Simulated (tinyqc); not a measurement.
# CMOS inverter, nodal equation and switching: several studies

An n-channel pull-down (bn, VTn) and a p-channel pull-up (bp, VTp) share the input Vin and the output node Vout, which carries the load C. Transistor (EKV form, voltages against the body): I = 2 n b Vt^2 [F(vp - Vs) - F(vp - Vd)] from drain to source, F(v) = ln^2(1 + exp(v/(2 Vt))), vp = (Vg - VT + sg |Vd - Vs|)/n. n-channel bodies are at 0; for the p-channel device all voltages are counted down from Vdd. b in uA/V^2 gives I in uA. Static: In = Ip. Transient: C dVout/dt = Ip - In. No velocity saturation, no gate capacitance beyond C.

Inputs (values chosen for the exercise): temperature T = 300 K; supply voltage Vdd = 0.75 V; slope factor n = 1.36; drain-induced barrier lowering sg = 0.063; n-channel threshold VTn = 0.41 V; p-channel threshold (magnitude) VTp = 0.33 V; gain factor of the pull-down transistor bn = 820 uA/V^2; gain factor of the pull-up transistor bp = 1600 uA/V^2; load capacitance C = 4.2 fF.

Constants: q = 1.602176634e-19 C, kB = 1.380649e-23 J/K, Vt = kB T/q. Results are converted to the units shown.

Each table varies one quantity; the others keep the values above.

## Effect of the drain-induced barrier lowering

VM solves In = Ip with Vin = Vout; VIL and VIH are the inputs of gain -1, NML = VIL - Vout(VIH), NMH = Vout(VIL) - VIH. For a step input the delay to Vdd/2 is tHL = C times the integral of dV/(In - Ip) from Vdd/2 to Vdd at Vin = Vdd, and tLH likewise with Ip - In from 0 to Vdd/2 at Vin = 0.

Effect of the drain-induced barrier lowering:
```
sg    VM (V)  gain at VM  NML (V)  NMH (V)  tHL (ps)  tLH (ps)
0.01  0.4312      -99.92   0.3859   0.2721     43.61     14.77
0.04  0.4302      -24.99   0.3743   0.2592     39.69     13.67
0.07  0.4293      -14.28   0.3627   0.2462     36.28     12.70
0.1   0.4285      -9.999   0.3511   0.2330     33.31     11.82
0.13  0.4279      -7.692   0.3395   0.2197     30.69     11.04
0.16  0.4273      -6.249   0.3279   0.2064     28.37     10.33
0.19  0.4268      -5.263   0.3164   0.1929     26.32     9.695
0.22  0.4263      -4.545   0.3049   0.1794     24.48     9.115
```

Read the table: what changes, and by how much?

As sg goes from 0.01 to 0.22, VM falls from 0.431 to 0.426 V, the size of the gain falls from 99.9 to 4.55, tHL falls from 43.6 to 24.5 ps and tLH falls from 14.8 to 9.12 ps. The smaller margin is largest, 0.272 V, at sg = 0.01 among the rows. Barrier lowering gives both transistors an output conductance, which caps the gain.

## Energy per operation against supply voltage

A chain of 100 such gates sets the cycle time tc = 100 (tHL + tLH)/2; per gate and cycle the switching energy is 0.05 C Vdd^2 and the leakage energy Vdd Ileak tc, Ileak the mean supply current at Vin = 0 and Vdd.

Energy per operation against supply voltage:
```
Vdd (V)  tc (ns)  switching (aJ)  leakage (aJ)  total (aJ)
0.15     1.876e4           4.725         457.4       462.2
0.2         4983           8.400         180.4       188.8
0.25        1447           13.12         71.82       84.94
0.3        441.0           18.90         28.74       47.64
0.35       146.2           25.73         12.16       37.88
0.4        55.48           33.60         5.762       39.36
0.5        13.21           52.50         2.050       54.55
0.6        5.465           75.60         1.216       76.82
0.8        2.077           134.4        0.8788       135.3
1          1.206           210.0        0.9093       210.9
```

What does the comparison show?

The total energy goes from 462 through a minimum of 37.9 (at Vdd = 0.35 V among the rows listed) to 211 aJ, while the cycle time falls from 18800 to 1.21 ns. Leakage makes up 99 % of the total in the first row and 0.43 % in the last. Below threshold the cycle lengthens exponentially and leakage flows for all of it, hence the minimum. At Vdd = 1 V the overdrive passes 0.5 V, where velocity saturation, left out here, would lengthen the delays of short devices. For Vdd = 0.15 to 0.4 V the supply is below a threshold, where mismatch, left out here, dominates margins and delay.

## Effect of the supply voltage

Same model as above.

Effect of the supply voltage:
```
Vdd (V)  VM (V)  gain at VM  NML (V)  NMH (V)  tHL (ps)  tLH (ps)
0.2      0.1466      -6.010   0.1168  0.01303   9.436e4      5308
0.3      0.1986      -12.84   0.1634  0.05933      8190     630.6
0.4      0.2492      -15.31   0.2097   0.1051     983.1     126.4
0.5      0.2998      -15.77   0.2556   0.1497     218.6     45.61
0.6      0.3510      -15.85   0.3006   0.1922     85.38     23.93
0.8      0.4563      -15.87   0.3863   0.2658     30.45     11.08
1        0.5666      -15.87   0.4668   0.3192     17.17     6.947
1.2      0.6806      -15.87   0.5458   0.3567     11.67     4.996
```

As Vdd goes from 0.2 to 1.2 V, VM rises from 0.147 to 0.681 V, the size of the gain rises from 6.01 to 15.9, tHL falls from 94400 to 11.7 ps and tLH falls from 5310 to 5.00 ps. The smaller margin is largest, 0.357 V, at Vdd = 1.2 V among the rows. For Vdd = 1 to 1.2 V the overdrive passes 0.5 V, where velocity saturation, left out here, would lengthen the delays of short devices. For Vdd = 0.2 to 0.4 V the supply is below a threshold, where mismatch, left out here, dominates margins and delay.

tinyqc, about 0.05 s, one thread, Intel Xeon 2.30GHz (shared host): `OMP_NUM_THREADS=1 python tinyqc.py 2340144 2340145 out.jsonl`
